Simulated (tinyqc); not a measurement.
Raising D: domain walls in a thin film with perpendicular anisotropy: Bloch, Neel and chiral walls, motion and stripe domains. Computed by tinyqc, a small Python program. Command: `OMP_NUM_THREADS=1 python tinyqc.py 3026907 3026908 out.jsonl mwall walk`. One thread of a shared host (Intel(R) Xeon(R) Processor @ 2.30GHz), about 0.01 s of CPU time with the checks.

One-dimensional wall: polar angle theta(x), azimuth phi of the moment in the wall (phi = 0 Neel, 90 degrees Bloch). mu_0 = 1.25663706212e-6 T m/A, gamma = 1.76085963023e11 rad/(s T).

Inputs (values chosen for the exercise, for a model film):
```
quantity                      value    unit
saturation magnetisation M_s   1330    kA/m
exchange stiffness A             18    pJ/m
uniaxial anisotropy K_u        1490  kJ/m^3
DMI constant D                0.033  mJ/m^2
thickness t                     1.2      nm
```

Method. K_eff = K_u - mu_0 M_s^2/2; Delta = sqrt(A/K_eff); sigma_0 = 4 sqrt(A K_eff); profile theta = 2 arctan exp(x/Delta); quality factor Q = 2 K_u/(mu_0 M_s^2). sigma(phi) = sigma_0 + 2 Delta K_D cos^2(phi) - pi D cos(phi), with the wall shape anisotropy K_D = N_x mu_0 M_s^2/2, N_x = t ln 2/(pi Delta). The minimum has cos(phi) = D/D_N for D < D_N = 4 Delta K_D/pi and phi = 0 beyond; sigma turns negative at D_c = (sigma_0 + 2 Delta K_D)/pi.

D_N = 0.374671 mJ/m^2

D_c = 3.51101 mJ/m^2

width parameter Delta = 6.89548 nm

sigma_0 = 10.4416 mJ/m^2

Wall against D; the last column is the Kaplan-Gehring width, log10[0.955 t exp(pi sigma/(mu_0 M_s^2 t))/nm], with a dash where it falls below 10 Delta and the formula fails:
```
D (mJ/m^2)  phi (degrees)  sigma (mJ/m^2)  sigma/sigma_0  log10 domain width
0.075              78.453          10.418        0.99774              5.3879
0.190              59.528          10.290        0.98551              5.3226
0.300              36.803          10.064        0.96386              5.2070
0.700               0.000           8.831        0.84575              4.5762
1.400               0.000           6.632        0.63514              3.4514
2.100               0.000           4.433        0.42453              2.3265
2.800               0.000           2.234        0.21392                   -
3.200               0.000           0.977        0.09357                   -
```

What does the comparison show, and why?

D_N is 11 % of D_c, so a small D fixes the chirality long before it lowers the energy much. Beyond D_N sigma falls by pi per unit of D, and the domain width, which has sigma in an exponent, drops by 3.1 decades over the valid rows (values above 6 mean a single domain in any device).

Extremes, crossings and ranges named in words are read from the listed rows.
